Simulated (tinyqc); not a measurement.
What each parameter does: Gamma, L and X subbands of a thin body with non-parabolic valleys.

Hard walls, flat band, c = hbar^2/2m0, energies from the bulk Gamma edge. For a valley at angle theta to the normal 1/m_z = cos^2/ml + sin^2/mt and m_d = sqrt(ml mt^2/m_z). Subband n starts at E_v + e with e (1 + a e) = c (n pi/t)^2/m_z, and its density-of-states mass is taken as m_d (1 + 2 a e), without further growth at higher in-plane energy. Groups are named by valley and degeneracy.

n_i = g m/(2 pi c) kB T ln(1 + exp((EF - E_i)/kB T)), sum n_i = Ns (1e12/cm^2 = 1e-4/angstrom^2), c = hbar^2/2m0. Quantum capacitance Cq = 1602.176634 sum g m/(2 pi c) f_i in microfarad/cm^2 with f_i = 1/(1 + exp((E_i - EF)/kB T)); Cox = 34.5313/eot (one gate); C/Cox = Cq/(Cq + Cox), the centroid term left out.

Constants: hbar^2/2m0 = 3.80998211 eV angstrom^2; kB = 8.617333262e-05 eV/K.

Parameters, chosen for this exercise (near those of a thin Ge channel; shifted at random, so the results belong to these values and not to a real crystal): face = 110 (surface); mG = 0.0383 m0 (Gamma mass); aG = 1.01 1/eV (Gamma non-parabolicity); EL = -0.161 eV (L edge above Gamma); mL = (1.592, 0.083) m0 (L valleys (four, along <111>): ml, mt); EX = 0.032 eV (X edge above Gamma); mX = (0.885, 0.194) m0 (Delta valleys (six, along <100>): ml, mt); aS = 0.54 1/eV (non-parabolicity of L and X); Ns = 4.9 x 1e12/cm^2 (sheet density); T = 300 K (temperature); eot = 7 angstrom (equivalent oxide thickness); t = 56 angstrom (body thickness).

n = 1 to 8 of all groups.

One parameter was then changed.

Results before and after:

| case | lowest edge (eV) | EF (eV) | Gamma share (%) | C/Cox |
|---|---|---|---|---|
| base | -0.109 | -0.101 | 0.0 | 0.812 |
| changed | -0.109 | -0.095 | 0.0 | 0.824 |

Which of these changes was made? (a) aG = 0.71 1/eV; (b) t = 50 angstrom; (c) EL = -0.111 eV; (d) mG = 0.044 m0; (e) Ns = 7.35 x 1e12/cm^2; (f) T = 250 K; (g) eot = 5 angstrom.

Answer: (f) T = 250 K. Of the candidates, run in turn, only this one gives the changed row.

All candidates:

| case | lowest edge (eV) | EF (eV) | Gamma share (%) | C/Cox |
|---|---|---|---|---|
| base | -0.109 | -0.101 | 0.0 | 0.812 |
| t = 50 angstrom | -0.097 | -0.087 | 0.0 | 0.807 |
| mG = 0.044 m0 | -0.109 | -0.101 | 0.0 | 0.812 |
| aG = 0.71 1/eV | -0.109 | -0.101 | 0.0 | 0.812 |
| EL = -0.111 eV | -0.059 | -0.052 | 0.0 | 0.816 |
| Ns = 7.35 x 1e12/cm^2 | -0.109 | -0.085 | 0.0 | 0.851 |
| eot = 5 angstrom | -0.109 | -0.101 | 0.0 | 0.756 |
| T = 250 K | -0.109 | -0.095 | 0.0 | 0.824 |

Run: tinyqc, `OMP_NUM_THREADS=1 python tinyqc.py 1280232 1280233 out.jsonl`; Intel(R) Xeon(R) Processor @ 2.30GHz, one thread, shared host; about 0.04 s of CPU time with all checks.
